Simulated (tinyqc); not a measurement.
# Longitudinal sound in a periodic multilayer: transfer matrices, stop bands and folded phonons, step by step

A worked calculation. Computed by tinyqc, a small Python program that keeps every step. Command: `OMP_NUM_THREADS=1 python tinyqc.py 3008619 3008620 out.jsonl multilayer walk`. One thread of a shared host (Intel(R) Xeon(R) Processor @ 2.30GHz), about 0.01 s of CPU time with the checks. Intermediate numbers are printed to about 6 digits and carried at full precision; extremes and crossings named in words are read from the listed rows.

Layers 1 and 2 repeat with period d = d_1 + d_2; waves travel normal to the layers, without loss. State vector (u, s): displacement u and stress divided by omega. Impedances Z = rho v are in 1e6 kg/(m^2 s).

Inputs (values chosen for the exercise, modelled on silica (layer 1), titanium nitride (layer 2) and silica (substrate)):

| quantity | value | unit |
|---|---|---|
| density rho_1 | 2.21 | g/cm^3 |
| velocity v_1 | 5920 | m/s |
| thickness d_1 | 517 | nm |
| density rho_2 | 5.42 | g/cm^3 |
| velocity v_2 | 10100 | m/s |
| thickness d_2 | 892 | nm |
| substrate density | 2.18 | g/cm^3 |
| substrate velocity | 5990 | m/s |
| periods N | 5 | - |
| frequency f | 1.69 | GHz |

## Impedances, mean velocity and Bragg frequency

Z = rho v; interface reflection r = (Z_2 - Z_1)/(Z_2 + Z_1) (stress amplitude, from 1 into 2); Bragg frequency f_B = 1/[2 (d_1/v_1 + d_2/v_2)]; long-wave velocity v_eff = d/sqrt[(d_1/v_1)^2 + (d_2/v_2)^2 + (Z_1/Z_2 + Z_2/Z_1)(d_1/v_1)(d_2/v_2)].

Z_1 = 13.0832

Z_2 = 54.742

Z of the substrate = 13.0582

interface reflection r = 0.614208

Bragg frequency f_B = 2.84660 GHz

long-wave velocity v_eff = 6330.34 m/s

## Transfer matrix of one period

A layer maps (u, s) by [[cos p, sin p/Z], [-Z sin p, cos p]], p = 2 pi f d_i/v_i; one period is M = M_2 M_1, and cos(q d) = trace(M)/2.

phase p_1 = 0.927332 rad

phase p_2 = 0.937800 rad

M:
```
          1          2
1  0.200761  0.0450100
2  -32.6722   -2.34396
```

trace(M)/2 = -1.07160

|trace/2| > 1: f lies in a stop band, and the amplitude falls by a factor 1.457 a period.

## Transmission through N periods

For N periods A = M^N. A wave comes from a thick layer of material 1 and leaves into the substrate (Z_s): transmitted power T = 4 Z_1 Z_s/|Z_1 A_22 + Z_s A_11 - i (Z_1 Z_s A_12 - A_21)|^2, reflected power R = 1 - T.

A = M^N:
```
          1         2
1   7.22792  0.374411
2  -271.781  -13.9401
```

transmitted power T = 0.00567260

T in decibel = -22.4622 dB

## The first stop band

Gap m contains m f_B; its edges, where trace(M)/2 = (-1)^m, are found by root search. Weak-contrast estimate of the width: (4 f_B/pi) |r sin(m pi a)|, a = (d_1/v_1)/(d_1/v_1 + d_2/v_2).

lower edge = 1.64806 GHz

upper edge = 4.04505 GHz

width/f_B = 84.2053 %

transmitted power at f_B = 2.42860e-06

## The first four gaps

The formulas are those given above.

Stop bands (GHz):

| m | lower edge | upper edge | width | weak-contrast estimate |
|---|---|---|---|---|
| 1 | 1.6481 | 4.0451 | 2.39699 | 2.22606 |
| 2 | 5.6737 | 5.7129 | 0.03925 | 0.03925 |
| 3 | 7.3416 | 9.7377 | 2.39611 | 2.22536 |
| 4 | 11.3473 | 11.4258 | 0.07849 | 0.07848 |

With a = 0.497, gap 1 is the widest and gap 2 the narrowest: the layers are near a quarter wave each at f_B, so the even gaps almost close. The weak-contrast estimate misses the first width by -7.1 % at |r| = 0.61. Odd gaps open at the edge of the folded zone (q = pi/d), even ones at its centre.

## Mirror strength against the number of periods

The formulas are those given above.

Transmitted power:

| N | T at f_B | T at f_B (dB) | T at f |
|---|---|---|---|
| 1 | 0.204119 | -6.90116 | 0.282900 |
| 2 | 0.0129434 | -18.8795 | 0.0791271 |
| 3 | 7.43942e-04 | -31.2846 | 0.0296648 |
| 4 | 4.25128e-05 | -43.7148 | 0.0126179 |
| 6 | 1.38735e-07 | -68.5781 | 0.00261521 |
| 8 | 4.52732e-10 | -93.4416 | 5.72061e-04 |
| 12 | 4.82118e-15 | -143.168 | 2.80967e-05 |
| 16 | 5.13412e-20 | -192.895 | 1.38534e-06 |
| 24 | 5.82225e-30 | -292.349 | 3.36919e-09 |

At f_B each further period removes 12.43 dB at large N, which is 20 log10 of the impedance ratio, 12.43 dB, as for a quarter-wave stack; 99 % reflection needs N = 3 among these rows. At f, in a stop band, T decays as well. Values below about 1e-6 belong to the ideal stack: roughness and scattering into other modes, left out here, set a floor in a real one.

Checks made by the program: trace against Rytov's formula cos p_1 cos p_2 - (1/2)(Z_1/Z_2 + Z_2/Z_1) sin p_1 sin p_2 (relative difference below 1e-10).
